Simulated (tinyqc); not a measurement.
Thickness from the minima: X-ray reflectivity of a thin film on silicon: critical angles, Parratt recursion, fringes and roughness. Computed by tinyqc, a small Python program. Command: `OMP_NUM_THREADS=1 python tinyqc.py 3121198 3121199 out.jsonl xrr walk`. One thread of a shared host (Intel(R) Xeon(R) Processor @ 2.30GHz), about 0.01 s of CPU time with the checks.

n = 1 - delta + i beta; the classical electron radius is r_e = 2.8179403e-6 nm. Layer 0 is vacuum, 1 the film, 2 the substrate.

Inputs (values chosen for the exercise, modelled on copper on silicon, copper K-alpha radiation):
```
quantity                                        value     unit
wavelength lambda                             0.15406       nm
film density rho                                 8.89   g/cm^3
effective electrons per unit mass, film         0.453    mol/g
beta/delta, film                                0.024        -
film thickness d                                 16.3       nm
roughness of the surface sigma_1                 0.76       nm
roughness of the interface sigma_2               0.24       nm
substrate density                                2.33   g/cm^3
effective electrons per unit mass, substrate    0.507    mol/g
beta/delta, substrate                           0.023        -
grazing angle theta                              2.17  degrees
```

Constants: N_A = 6.02214076e+23 1/mol.

Method:
- delta = r_e lambda^2 rho_e/(2 pi), rho_e = density x electrons per mass x N_A; critical angle sqrt(2 delta), q_c = 4 sqrt(pi r_e rho_e).
- k_j = (2 pi/lambda) sqrt(sin^2 theta - 2 delta_j + 2 i beta_j); r_ij = (k_i - k_j)/(k_i + k_j) x exp(-2 k_i k_j sigma^2) (Nevot-Croce); r = (r_01 + r_12 p)/(1 + r_01 r_12 p), p = exp(2 i k_1 d); R = |r|^2.
- Far above the critical angle the period is d theta = lambda/(2 d), or 2 pi/d in q; the envelope runs between (|r_01| - |r_12 p|)^2 and (|r_01| + |r_12 p|)^2; contrast = 2 a b/(a^2 + b^2) with a = |r_01|, b = |r_12 p|; roughness factors on the amplitudes are about exp(-q^2 sigma^2/2).
- Minima of R theta^4 are located on 6001 points over 7.5 periods, from 1.15 times the larger critical angle. With refraction, sin^2(theta_m) = 2 delta + m^2 (lambda/(2 d))^2, m integer or half-integer; the first six minima are used, and the first order is the one that minimises the largest residual of the least-squares line plus the distance of its intercept from 2 delta. Without refraction, d = lambda/(2 x mean step of sin theta).

Constants:
```
layer      rho_e (1/nm^3)        delta         beta  critical angle (degrees)  q_c (1/nm)
film              2425.22  2.58156e-05  6.19575e-07                  0.411698    0.586106
substrate          711.40  7.57263e-06  1.74170e-07                  0.222977    0.317437
```

period in theta = 0.270766 degrees

Minima:
```
order m  theta (degrees)  sin^2 theta
1                 0.4931   7.4060e-05
2                 0.6806   1.4109e-04
3                 0.9107   2.5264e-04
4                 1.1582   4.0853e-04
5                 1.4140   6.0895e-04
6                 1.6746   8.5403e-04
```

d with refraction = 16.319 nm

d without refraction = 18.680 nm

What follows from these numbers?

Against d = 16.3 nm the errors are +0.12 % with and +14.60 % without refraction. The orders are integers, as r_01 and r_12 have opposite signs for a film denser than the substrate.

Extremes, crossings and ranges named in words are read from the listed rows.
